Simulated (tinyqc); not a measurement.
# Index and thickness from Psi and Delta

Problem. Air (index 1), film, substrate with N2 = n2 - i k2; time factor exp(+i w t). q_j = sqrt(N_j^2 - sin^2 th), root with positive real part. Fresnel coefficients r_s = (q_a - q_b)/(q_a + q_b), r_p = (N_b^2 q_a - N_a^2 q_b)/(N_b^2 q_a + N_a^2 q_b). tan(Psi) exp(i Delta) = R_p/R_s, Delta taken from 0 to 360 degrees. beta = 2 pi d q1/lam, X = exp(-2 i beta), R = (r01 + r12 X)/(1 + r01 r12 X) for p and s. The film is transparent, with 1.15 < n1 < 2.9 and d under half a period. Find n1, d and the period.

Parameters, values chosen for the exercise: wavelength lam = 632.8 nm; angle of incidence th = 70 degrees; index of the substrate n2 = 3.882; extinction coefficient of the substrate k2 = 0.019.

Psi = 25.312564 degrees
Delta = 84.647079 degrees

Solution. Two measured angles fix two unknowns; a search from many starts finds one solution in the range given. Thicker films with d plus a multiple of the period give the same angles.

n1 = 1.631
d = 52.66 nm
period = 237.3 nm

Program tinyqc, `OMP_NUM_THREADS=1 python tinyqc.py 2870137 2870138 out.jsonl`; Intel Xeon 2.30GHz, shared host, one thread, about 0.4 s.
